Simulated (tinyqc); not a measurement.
Inputs raised by 2 %, one at a time: finite-size error of a charged defect in a periodic cell: Madelung and Makov-Payne terms. Computed by tinyqc, a small Python program. Command: `OMP_NUM_THREADS=1 python tinyqc.py 3025992 3025993 out.jsonl imagecharge sens`. One thread of a shared host (Intel(R) Xeon(R) Processor @ 2.30GHz), about 0.05 s of CPU time with the checks.

L is the cube root of the cell volume. The defect charge is a Gaussian, rho(r) = q (2 pi sigma^2)^(-3/2) exp(-r^2/2 sigma^2), repeated periodically in a uniform neutralising background and screened by a continuum. The model cell energy is E(L) = E_0 + [periodic - isolated electrostatic energy].

Inputs (values chosen for the exercise, with screening close to that of GaN):

| quantity | value | unit |
|---|---|---|
| charge q | 2 | e |
| cell length L | 14.5 | angstrom |
| dielectric constant eps | 9.83 | - |
| width sigma of the defect charge | 2 | angstrom |
| formation energy of the isolated defect E_0 | 2.068 | eV |

Supercell lattice: sc. Screening: isotropic.

Constants: e^2/(4 pi eps_0) = 14.39964548 eV angstrom.

Method:
- Cell vectors: (1,0,0), (0,1,0), (0,0,1), scaled to volume L^3.
- Ewald sum for a unit point charge: scale each Cartesian component of the cell by 1/sqrt(eps_i), giving R', G' and V'; E = [ (1/2) sum erfc(eta R')/R' + (2 pi/V') sum exp(-G'^2/4 eta^2)/G'^2 - eta/sqrt(pi) - pi/(2 V' eta^2) ] e^2/(4 pi eps_0) / sqrt(eps_x eps_y eps_z), over n_i = -6..6, omitting n = (0,0,0), eta = 2/V'^(1/3). alpha = -2 E eps_g L/(e^2/(4 pi eps_0)), eps_g = (eps_x eps_y eps_z)^(1/3).
- Periodic energy of the Gaussian: (2 pi q^2/V) sum_(G != 0) exp(-sigma^2 G^2)/(G.eps.G) x e^2/(4 pi eps_0), n_i = -k..k with k = max(9, L/sigma rounded up). Isolated energy: q^2/(2 sqrt(pi) sigma) <1/(n.eps.n)> e^2/(4 pi eps_0), the mean over directions n, here 1/eps.

Runs:

| input moved | from | to | point-charge correction -q^2 E (eV) | finite-size error (eV) | Madelung constant alpha | isolated energy (eV) |
|---|---|---|---|---|---|---|
| base run | - | - | 0.57328 | -0.52497 | 2.8373 | 0.82646 |
| cell length L (angstrom) | 14.5 | 14.79 | 0.56204 | -0.51652 | 2.8373 | 0.82646 |
| dielectric constant eps | 9.83 | 10.0266 | 0.56204 | -0.51468 | 2.8373 | 0.81026 |
| width sigma of the defect charge (angstrom) | 2 | 2.04 | 0.57328 | -0.52302 | 2.8373 | 0.81026 |

Exponents ln(y'/y) / ln(x'/x):

| input | point-charge correction -q^2 E | finite-size error | Madelung constant alpha | isolated energy |
|---|---|---|---|---|
| cell length L | -1 | -0.820 | 0 | 0 |
| dielectric constant eps | -1 | -1.000 | 0 | -1 |
| width sigma of the defect charge | 0 | -0.188 | 0 | -1 |

Among the inputs moved here: point-charge correction -q^2 E answers most in size to cell length L (exponent -1.000), and about equally to dielectric constant eps (-1.000); its exponent is below 0.0005 for width sigma of the defect charge. Its exponent -1.000 in cell length L: the Madelung term goes as 1/L. Its exponent -1.000 in dielectric constant eps: isotropic screening divides every term by eps. Finite-size error answers most in size to dielectric constant eps (exponent -1.000), next to cell length L (-0.820). Its exponent -1.000 in dielectric constant eps: isotropic screening divides every term by eps. Madelung constant alpha hardly depends on these (all exponents below 0.005). Isolated energy answers most in size to dielectric constant eps (exponent -1.000), and about equally to width sigma of the defect charge (-1.000); its exponent is below 0.0005 for cell length L. Its exponent -1.000 in width sigma of the defect charge: the self-energy goes as 1/sigma.
